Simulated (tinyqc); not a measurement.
Dielectric constant under pressure: Penn model of the dielectric constant and Phillips ionicity.

n = 32/a^3; Ep^2 = 8 pi c e2 n with c = hbar^2/2m0, e2 = e^2/(4 pi eps0); EF = c (3 pi^2 n)^(2/3); eps = 1 + (Ep/Eg)^2 S with S = 1 - Eg/(4 EF) + (Eg/(4 EF))^2/3, Eg the Penn gap. Core d shells are left out.

Phillips: bond length d = sqrt(3) a/4; homopolar gap Eh = 39.74 d^(-2.48) eV (d in angstrom); Eg^2 = Eh^2 + C^2; ionicity fi = C^2/Eg^2.

Constants: hbar^2/2m0 = 3.80998211 eV angstrom^2; e^2/(4 pi eps0) = 14.39964547 eV angstrom.

Values chosen for the exercise (out of a larger set: near those of Si; not measured data): a = 5.414 angstrom (cubic lattice constant, 32 valence electrons a cell); C0 = 0 eV (ionic gap, held fixed).

The lattice constant is scaled by the factor listed; C = C0.

Results:
```
factor  Eh (eV)  Eg (eV)  Ep (eV)     eps     fi
0.94      5.600    5.600   18.296  10.654  0.000
0.96      5.316    5.316   17.728  11.071  0.000
0.98      5.051    5.051   17.188  11.497  0.000
0.99      4.925    4.925   16.928  11.713  0.000
1.00      4.804    4.804   16.675  11.932  0.000
1.01      4.687    4.687   16.428  12.152  0.000
1.02      4.574    4.574   16.187  12.375  0.000
1.04      4.359    4.359   15.722  12.827  0.000
```

d ln eps/d ln a = +1.84 around factor 1: eps falls under compression. Ep^2 goes as a^-3 and Eh^2 as a^-4.96; with C fixed Eg^2 goes as a^-4.96 at fi = 0.000, and leaving S aside the two powers balance at fi = 0.395. The slope is a difference of two powers and the model omits d shells and any change of C, so it is no prediction for a real crystal; eps from C0 (row 1.00) need not match a measured ei.

Program tinyqc; command `OMP_NUM_THREADS=1 python tinyqc.py 1680073 1680074 out.jsonl`; about 0.01 s on one thread of a shared Intel(R) Xeon(R) Processor @ 2.30GHz.
